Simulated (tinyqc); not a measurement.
Comparisons within one model: band folding and unfolding in a supercell of a chain. A value that a table varies takes the place of the one given here.

A chain with hopping -t and n = 4 sites a supercell. H(K) has v_j on the diagonal, -t between neighbours and -t exp(2 pi i K) on the bond that closes the cell (from the last site to the first of the next cell). The point K holds the n wave vectors k_m = (K + m)/n of the primitive zone, in 2 pi/a, m = 0 to n - 1, with E0 = -2t cos(2 pi k_m). The unfolding weight of a state c on k_m is |sum_j c_j exp(-2 pi i k_m j)|^2/n, j = 0 to n - 1.

Values chosen for the exercise:
- t = 1.67 eV (hopping)
- v = (-1.07, 1.07, -1.07, 1.07) eV (site energies in the supercell)
- Kq = 0.06 2 pi/(n a) (wave vector in the small zone)

## Minigaps against first-order theory

Gap i lies between minibands i and i + 1, at K = 1/2 for odd i and K = 0 for even i, where k = +/- i/(2n) are degenerate; first order gives 2|V_i|, the Fourier component V_q = (1/n) sum_j v_j exp(-2 pi i q j/n) for q equal to the number of the gap. Computed for the potential at full and at half strength.

Gaps (eV):

| i | E0 at the crossing | 2\|V_i\| | gap | gap at half strength |
|---|---|---|---|---|
| 1 | -2.3617 | 0.0000 | 0.0000 | 0.0000 |
| 2 | 0.0000 | 2.1400 | 2.1400 | 1.0700 |
| 3 | 2.3617 | 0.0000 | 0.0000 | 0.0000 |

Halving the potential about halves gap 2, the scaling of first order. For i = 1 and 3 no gap opens at the printed digits. The largest miss of first order is 0 meV, at i = 1, 2 and 3; the potential spans 1.28 t.

## From folded lines to real minibands

The potential is scaled by x. For the lowest level at K: energy, second-order estimate E0(k_0) + x V_0 - x^2 sum_m |V_m|^2/(E0(k_m) - E0(k_0)), weight on k_0, and width of the lowest miniband between K = 0 and 1/2.

Lowest level:

| x | E (eV) | second order (eV) | weight on k_0 | miniband width (eV) |
|---|---|---|---|---|
| 0.00 | -3.3252 | -3.3252 | 1.000 | 0.9783 |
| 0.25 | -3.3359 | -3.3359 | 0.998 | 0.9739 |
| 0.50 | -3.3679 | -3.3682 | 0.994 | 0.9610 |
| 1.00 | -3.4931 | -3.4973 | 0.976 | 0.9144 |
| 1.50 | -3.6923 | -3.7125 | 0.950 | 0.8501 |
| 2.00 | -3.9543 | -4.0138 | 0.920 | 0.7797 |
| 3.00 | -4.6218 | -4.8746 | 0.860 | 0.6473 |
| 4.00 | -5.4199 | -6.0797 | 0.807 | 0.5406 |

Second order is -4.2 meV off at x = 1 and -253 meV at x = 3. The weight on the parent k falls to 0.98 at x = 1 and 0.81 at x = 4, and the miniband narrows from 0.978 to 0.541 eV as the state gathers on the low sites. While the weight stays near one the primitive band is still the right picture and the folded copies carry little spectral weight.

## What each change does

The two lowest levels at K and the weight of the lowest on k_0. Each row changes one parameter from the base and keeps the others.

Results:

| case | level 1 (eV) | level 2 (eV) | weight |
|---|---|---|---|
| base | -3.4931 | -1.1152 | 0.9760 |
| t = 1.837 eV | -3.8110 | -1.1245 | 0.9799 |
| v = (1.07, -1.07, 1.07, -1.07) eV | -3.4931 | -1.1152 | 0.9760 |
| Kq = 0.47 2 pi/(n a) | -2.6921 | -2.4895 | 0.9588 |

The largest shifts from the base row, up to three for each result and ties (the steps differ in size, so this ranks the rows, not the parameters). level 1 (eV): Kq +0.8010, t -0.3179; unchanged at the printed digits by v. level 2 (eV): Kq -1.3743, t -0.0093; unchanged at the printed digits by v. weight: Kq -0.0172, t +0.0039; unchanged at the printed digits by v.

Run: tinyqc, `OMP_NUM_THREADS=1 python tinyqc.py 1480718 1480719 out.jsonl`; Intel(R) Xeon(R) Processor @ 2.30GHz, one thread, shared host; about 0.01 s of CPU time with all checks.
